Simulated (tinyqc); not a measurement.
# Admittance spectroscopy of a deep trap: effect of the trap density

Schottky contact on an n-type layer with shallow donors Nd (all ionised) and a donor-like deep trap, neutral when filled and positive when empty; depletion approximation. Traps within lam of the depletion edge stay filled. The traps at xt = W - lam, where the level crosses the Fermi level, follow a slow signal and not a fast one. w = 2 pi f.

Emission rate en = sn vth(T) Nc(T) exp(-Et/kB T) = sn g T^2 exp(-Et/kB T), g = vth Nc/(300 K)^2, as vth goes as T^0.5 and Nc as T^1.5 (degeneracy factor 1). lam = sqrt(2 eps0 eps_r (EF - ET)/(q Nd)), EF - ET = Et - (kB T/q) ln(Nc(T)/Nd), Nc(T) = Nc (T/300 K)^1.5. In the steady state at the band bending V, 2 eps0 eps_r V/q = Nd W^2 + Nt (W - lam)^2 (the second term only if W > lam). V = Vbi + Vr. C_HF = eps0 eps_r/W, C_LF = eps0 eps_r (Nd + Nt)/(Nd W + Nt xt). Inflection frequency w0 = 2 en [1 + Nt xt/(Nd W)]; C = C_HF + (C_LF - C_HF)/(1 + (w/w0)^2), G/w = (C_LF - C_HF)(w/w0)/(1 + (w/w0)^2).

Values chosen for this exercise; material values those of a made-up semiconductor: relative permittivity eps_r = 15.4; conduction-band density of states at 300 K Nc = 1.32e19 cm^-3; thermal velocity at 300 K vth = 3.7e7 cm/s; shallow donor density Nd = 9.4e14 cm^-3; built-in voltage Vbi = 0.29 V; depth of the trap below the conduction edge Et = 0.1 eV; capture cross-section sn = 5.5e-17 cm^2; reverse bias Vr = 0 V; temperature T = 96 K.

Constants: q = 1.602176634e-19 C, kB = 1.380649e-23 J/K, eps0 = 8.8541878128e-14 F/cm where lengths are in cm. Results are converted to the units shown.

Result of one run:

| Nt (cm^-3) | W (nm) | step (% of C_HF) | w0/(2 en) |
|---|---|---|---|
| 2.9e15 | 532.2 | 55.74 | 2.623 |

What becomes of these results when the trap density Nt is changed from 2.9e15 to 7.3e14 cm^-3, all else the same?

Result of the changed run:

| Nt (cm^-3) | W (nm) | step (% of C_HF) | w0/(2 en) |
|---|---|---|---|
| 7.3e14 | 639.3 | 20.84 | 1.470 |

The whole series:

| Nt (cm^-3) | W (nm) | step (% of C_HF) | w0/(2 en) |
|---|---|---|---|
| 2.4e13 | 720.8 | 0.8789 | 1.017 |
| 4.8e13 | 717.0 | 1.739 | 1.033 |
| 9.4e13 | 710.0 | 3.337 | 1.064 |
| 1.9e14 | 696.6 | 6.483 | 1.129 |
| 3.7e14 | 674.5 | 11.81 | 1.246 |
| 7.3e14 | 639.3 | 20.84 | 1.470 |
| 1.4e15 | 593.2 | 34.12 | 1.856 |
| 2.9e15 | 532.2 | 55.74 | 2.623 |

The step rises from 0.879 to 55.7 %, as Nt^(0.98) between the first two rows and Nt^(0.67) between the last two, and w0/(2 en) rises from 1.02 to 2.62: for Nt near Nd the rule w0 = 2 en overstates the cross-section by that factor. In every row T is below 110 K, where shallow donors begin to freeze out; the model keeps them ionised.

Computed by the program tinyqc: `OMP_NUM_THREADS=1 python tinyqc.py 2050092 2050093 out.jsonl`, one thread of a shared Intel Xeon 2.30GHz, about 0.01 s for the whole run.
